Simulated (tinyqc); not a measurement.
Inside a calculation. Method: RKS/B3LYP (VWN-RPA form) in the 6-311g basis, for H-, spin multiplicity 1. The basis has no diffuse functions, so it cannot describe the extra electron: this is an exercise in the method, not the real anion. Computed by tinyqc, a small Python program that keeps every step (integrals from PySCF). Settings: charge = -1, multiplicity = 1, basis = 6-311g, energy threshold = 1e-09, iteration cap = 52, orthogonalisation = symmetric, start = highest core orbitals, DIIS depth = 3, DIIS from iteration = 2, damping = 0.2, method = RKS, functional = b3lyp, grid = [10, 86]. Command: `OMP_NUM_THREADS=1 python tinyqc.py 24389 24390 out.jsonl` (the two numbers bound the seeds that draw the settings). One thread of a shared host (Intel(R) Xeon(R) Processor @ 2.60GHz), about 0.1 s of CPU time with the checks. Later iterations appear only in the table of the cycle.

## One-electron integrals

Geometry (angstrom):
```
atom         x         y         z
H     0.000000  0.000000  0.000000
```

Basis 6-311g: exponents (1/bohr^2) and contraction coefficients of normalised primitives:
```
element  l (shell)   exponent  coefficient
H            s (1)  33.865000     0.025494
H            s (1)   5.094790     0.190373
H            s (1)   1.158790     0.852161
H            s (2)   0.325840     1.000000
H            s (3)   0.102741     1.000000
```

Overlap, kinetic and nuclear-attraction integrals over the contracted functions; the nuclear repulsion is the sum of Za Zb / Rab.

nuclear repulsion = 0 hartree

overlap S, order 1H 1s, 1H 2s, 1H 3s:
```
[[1.000000, 0.706377, 0.373664],
 [0.706377, 1.000000, 0.788963],
 [0.373664, 0.788963, 1.000000]]
```

kinetic energy T (hartree), order 1H 1s, 1H 2s, 1H 3s:
```
[[2.304348, 0.549119, 0.106346],
 [0.549119, 0.488760, 0.184881],
 [0.106346, 0.184881, 0.154112]]
```

nuclear attraction V (hartree), order 1H 1s, 1H 2s, 1H 3s:
```
[[-2.111097, -1.060726, -0.514994],
 [-1.060726, -0.910903, -0.582812],
 [-0.514994, -0.582812, -0.511496]]
```

core Hamiltonian H = T + V (hartree), order 1H 1s, 1H 2s, 1H 3s:
```
[[0.193252, -0.511607, -0.408648],
 [-0.511607, -0.422143, -0.397930],
 [-0.408648, -0.397930, -0.357384]]
```

## Two-electron integrals

Functions are numbered as in S; the eight-fold symmetry (ij|kl) = (ji|kl) = (kl|ij) leaves the list below.

Two-electron integrals (ij|kl) in chemists' order, unique and non-zero (hartree):
```
(11|11) 1.393035   (21|11) 0.822971   (21|21) 0.509703   (22|11) 0.822904
(22|21) 0.543028   (22|22) 0.644106   (31|11) 0.411256   (31|21) 0.257757
(31|22) 0.279868   (31|31) 0.130794   (32|11) 0.543681   (32|21) 0.365771
(32|22) 0.452669   (32|31) 0.189803   (32|32) 0.325140   (33|11) 0.494021
(33|21) 0.340115   (33|22) 0.445993   (33|31) 0.178035   (33|32) 0.331779
(33|33) 0.361682
```

## Orthogonalisation

S = U s U^T; symmetric (Loewdin) form X = U s^(-1/2) U^T, so that X^T S X = 1.

eigenvalues of S: [0.109211, 0.629350, 2.261439]

X, order 1H 1s, 1H 2s, 1H 3s:
```
[[1.366024, -0.728467, 0.179565],
 [-0.728467, 2.045624, -0.905584],
 [0.179565, -0.905584, 1.539843]]
```

## Starting guess

The start is the highest orbitals of the core Hamiltonian (a deliberately bad start); D = 2 C_occ C_occ^T.

D at the start, order 1H 1s, 1H 2s, 1H 3s:
```
[[4.701126, -5.905105, 2.631088],
 [-5.905105, 7.417430, -3.304921],
 [2.631088, -3.304921, 1.472546]]
```

## Iteration 1: exchange-correlation on the grid

Becke grid with 10 radial and 86 angular points per atom, points of zero weight dropped. rho = sum D_ij phi_i phi_j; V_xc,ij = sum w v_xc phi_i phi_j plus the gradient terms; v_xc is d(rho eps)/d rho at fixed gradient. Exact exchange is left to K.

The 16 grid points with the largest w rho, of 860 (bohr, atomic units):
```
x                  y          z         w       rho  |grad rho|^2     eps_xc       v_xc
1.009577    1.009577  -1.009577  0.378331  0.023081      0.001775  -0.221613  -0.253298
-1.009577  -1.009577  -1.009577  0.378331  0.023081      0.001775  -0.221613  -0.253298
1.009577   -1.009577  -1.009577  0.378331  0.023081      0.001775  -0.221613  -0.253298
-1.009577  -1.009577   1.009577  0.378331  0.023081      0.001775  -0.221613  -0.253298
-1.009577   1.009577  -1.009577  0.378331  0.023081      0.001775  -0.221613  -0.253298
-1.009577   1.009577   1.009577  0.378331  0.023081      0.001775  -0.221613  -0.253298
1.009577   -1.009577   1.009577  0.378331  0.023081      0.001775  -0.221613  -0.253298
1.009577    1.009577   1.009577  0.378331  0.023081      0.001775  -0.221613  -0.253298
-1.214174  -1.214174  -0.330604  0.376196  0.023081      0.001775  -0.221613  -0.253298
-1.214174  -0.330604  -1.214174  0.376196  0.023081      0.001775  -0.221613  -0.253298
-1.214174   0.330604   1.214174  0.376196  0.023081      0.001775  -0.221613  -0.253298
-1.214174  -0.330604   1.214174  0.376196  0.023081      0.001775  -0.221613  -0.253298
-1.214174   0.330604  -1.214174  0.376196  0.023081      0.001775  -0.221613  -0.253298
-1.214174  -1.214174   0.330604  0.376196  0.023081      0.001775  -0.221613  -0.253298
1.214174    1.214174   0.330604  0.376196  0.023081      0.001775  -0.221613  -0.253298
1.214174    1.214174  -0.330604  0.376196  0.023081      0.001775  -0.221613  -0.253298
```

electrons on the grid, sum of w rho = 2.006380

E_xc = sum of w rho eps_xc = -0.89735408 hartree

V_xc (hartree), order 1H 1s, 1H 2s, 1H 3s:
```
[[-2.083934, -1.839851, -0.958623],
 [-1.839851, -1.895365, -1.069489],
 [-0.958623, -1.069489, -0.710695]]
```

## Iteration 1: building the Kohn-Sham matrix

J_ij = sum D_kl (ij|kl), K_ij = sum D_kl (ik|jl); F = H + J - 0.1 K + V_xc; E = tr D H + tr D J / 2 - 0.05 tr D K + E_xc + E_nn.

Coulomb J (hartree), order 1H 1s, 1H 2s, 1H 3s:
```
[[2.231128, 1.316566, 0.660957],
 [1.316566, 1.370294, 0.931935],
 [0.660957, 0.931935, 0.890180]]
```

exchange K (hartree), order 1H 1s, 1H 2s, 1H 3s:
```
[[1.263027, 0.281936, 0.068639],
 [0.281936, 0.171976, 0.091116],
 [0.068639, 0.091116, 0.061409]]
```

Kohn-Sham matrix F (hartree), order 1H 1s, 1H 2s, 1H 3s:
```
[[0.214143, -1.063085, -0.713178],
 [-1.063085, -0.964411, -0.544596],
 [-0.713178, -0.544596, -0.184041]]
```

total energy of this density = 4.55553364 hartree

This density is the starting one.

## Iteration 1: diagonalisation and new density

Diagonalise F' = X^T F X, C = X C', fill 1 alpha and 1 beta electrons from the bottom; D = 2 C_occ C_occ^T; the new density keeps 0.2 of the old one (damping). Each column has its largest component positive (the first on a tie).

F' = X^T F X (hartree):
```
[[1.790244, -1.864607, -0.004118],
 [-1.864607, 0.172170, -0.322715],
 [-0.004118, -0.322715, 0.249806]]
```

orbital energies (hartree): [-1.106237, 0.293758, 3.024700]

coefficients C, order 1H 1s, 1H 2s, 1H 3s:
```
[[0.160256, 0.051622, -1.549381],
 [1.120078, -1.037113, 1.790292],
 [-0.346504, 1.596260, -0.745205]]
```

D after iteration 1, order 1H 1s, 1H 2s, 1H 3s:
```
[[0.981316, -0.893822, 0.437371],
 [-0.893822, 3.490805, -1.281962],
 [0.437371, -1.281962, 0.486613]]
```

## Iteration 2: exchange-correlation on the grid

As before.

The 16 grid points with the largest w rho, of 860 (bohr, atomic units):
```
x                  y          z         w       rho  |grad rho|^2     eps_xc       v_xc
0.611065    0.611065  -0.611065  0.095697  0.084156      0.025682  -0.318547  -0.378096
0.611065    0.611065   0.611065  0.095697  0.084156      0.025682  -0.318547  -0.378096
-0.611065  -0.611065   0.611065  0.095697  0.084156      0.025682  -0.318547  -0.378096
-0.611065  -0.611065  -0.611065  0.095697  0.084156      0.025682  -0.318547  -0.378096
0.611065   -0.611065  -0.611065  0.095697  0.084156      0.025682  -0.318547  -0.378096
0.611065   -0.611065   0.611065  0.095697  0.084156      0.025682  -0.318547  -0.378096
-0.611065   0.611065   0.611065  0.095697  0.084156      0.025682  -0.318547  -0.378096
-0.611065   0.611065  -0.611065  0.095697  0.084156      0.025682  -0.318547  -0.378096
-0.734901  -0.734901  -0.200104  0.095157  0.084156      0.025682  -0.318547  -0.378096
-0.734901  -0.734901   0.200104  0.095157  0.084156      0.025682  -0.318547  -0.378096
-0.734901   0.200104  -0.734901  0.095157  0.084156      0.025682  -0.318547  -0.378096
-0.734901  -0.200104  -0.734901  0.095157  0.084156      0.025682  -0.318547  -0.378096
0.734901    0.734901   0.200104  0.095157  0.084156      0.025682  -0.318547  -0.378096
0.734901    0.734901  -0.200104  0.095157  0.084156      0.025682  -0.318547  -0.378096
0.734901   -0.200104   0.734901  0.095157  0.084156      0.025682  -0.318547  -0.378096
0.734901    0.200104   0.734901  0.095157  0.084156      0.025682  -0.318547  -0.378096
```

electrons on the grid, sum of w rho = 2.000644

E_xc = sum of w rho eps_xc = -0.67592701 hartree

V_xc (hartree), order 1H 1s, 1H 2s, 1H 3s:
```
[[-0.608802, -0.355732, -0.177930],
 [-0.355732, -0.350878, -0.221212],
 [-0.177930, -0.221212, -0.178601]]
```

## Iteration 2: building the Kohn-Sham matrix

As before.

Coulomb J (hartree), order 1H 1s, 1H 2s, 1H 3s:
```
[[1.974608, 1.245197, 0.634162],
 [1.245197, 1.386464, 0.953678],
 [0.634162, 0.953678, 0.914736]]
```

exchange K (hartree), order 1H 1s, 1H 2s, 1H 3s:
```
[[1.437622, 1.127287, 0.644640],
 [1.127287, 1.095449, 0.660691],
 [0.644640, 0.660691, 0.405128]]
```

Kohn-Sham matrix F (hartree), order 1H 1s, 1H 2s, 1H 3s:
```
[[1.415296, 0.265129, -0.016881],
 [0.265129, 0.503897, 0.268466],
 [-0.016881, 0.268466, 0.338239]]
```

total energy of this density = 0.88238383 hartree

This density is a damped mixture and is not idempotent.

## Iteration 2: diagonalisation and new density

As before.

F' = X^T F X (hartree):
```
[[2.313099, -1.033887, 0.029585],
 [-1.033887, 1.329922, -0.230465],
 [0.029585, -0.230465, 0.416586]]
```

orbital energies (hartree): [0.318755, 0.765914, 2.974939]

coefficients C, order 1H 1s, 1H 2s, 1H 3s:
```
[[0.134083, 0.068080, -1.551230],
 [-0.124744, 1.551492, 1.764266],
 [1.044521, -1.266483, -0.726939]]
```

D after iteration 2, order 1H 1s, 1H 2s, 1H 3s:
```
[[0.225029, -0.205526, 0.311559],
 [-0.205526, 0.723059, -0.464868],
 [0.311559, -0.464868, 1.842962]]
```

## Iteration 17 (converged): orbitals

converged F (hartree), order 1H 1s, 1H 2s, 1H 3s:
```
[[0.976871, 0.001584, -0.162021],
 [0.001584, 0.238356, 0.073213],
 [-0.162021, 0.073213, 0.157650]]
```

Diagonalise F' = X^T F X, C = X C', fill 1 alpha and 1 beta electrons from the bottom; D = 2 C_occ C_occ^T. Each column has its largest component positive (the first on a tie).

F' = X^T F X (hartree):
```
[[1.852641, -1.050837, -0.001777],
 [-1.050837, 1.155360, -0.288798],
 [-0.001777, -0.288798, 0.306479]]
```

orbital energies (hartree): [0.105428, 0.585636, 2.623416]

coefficients C, order 1H 1s, 1H 2s, 1H 3s:
```
[[0.190805, 0.129734, -1.541328],
 [0.162122, 1.433353, 1.858639],
 [0.766865, -1.417672, -0.790927]]
```

D after iteration 17, order 1H 1s, 1H 2s, 1H 3s:
```
[[0.072813, 0.061867, 0.292643],
 [0.061867, 0.052567, 0.248651],
 [0.292643, 0.248651, 1.176164]]
```

## Convergence

Stop when the energy changes by less than 1e-09 hartree and every element of the error matrix X^T (F D S - S D F) X is below 9e-06.

Course of the cycle:
```
iteration  E (hartree)     change  largest element of the error matrix
1           4.55553364          -                             6.71e-01
2           0.88238383  -3.67e+00                             2.64e-01
3          -0.20810264  -1.09e+00                             1.12e-01
4          -0.44780751  -2.40e-01                             6.05e-02
5          -0.49751032  -4.97e-02                             1.91e-02
6          -0.50742484  -9.91e-03                             3.75e-03
7          -0.50939727  -1.97e-03                             7.81e-04
8          -0.50979141  -3.94e-04                             1.56e-04
9          -0.50987022  -7.88e-05                             3.12e-05
10         -0.50988598  -1.58e-05                             6.23e-06
11         -0.50988913  -3.15e-06                             1.25e-06
12         -0.50988976  -6.30e-07                             2.49e-07
13         -0.50988989  -1.26e-07                             4.99e-08
14         -0.50988992  -2.52e-08                             9.97e-09
15         -0.50988992  -5.04e-09                             1.99e-09
16         -0.50988992  -1.01e-09                             3.99e-10
17         -0.50988992  -2.02e-10                             7.98e-11
```

PySCF RKS in the same basis, fine grid = -0.50986482 hartree

Converged in 17 iterations. The coarse grid moves the energy by -2.51e-05 hartree.

## Populations

Mulliken: Z minus the diagonal of D S on the atom; Loewdin: the same with S^(1/2) D S^(1/2).

Charges (e):
```
atom   Mulliken    Loewdin
1H    -1.000000  -1.000000
```
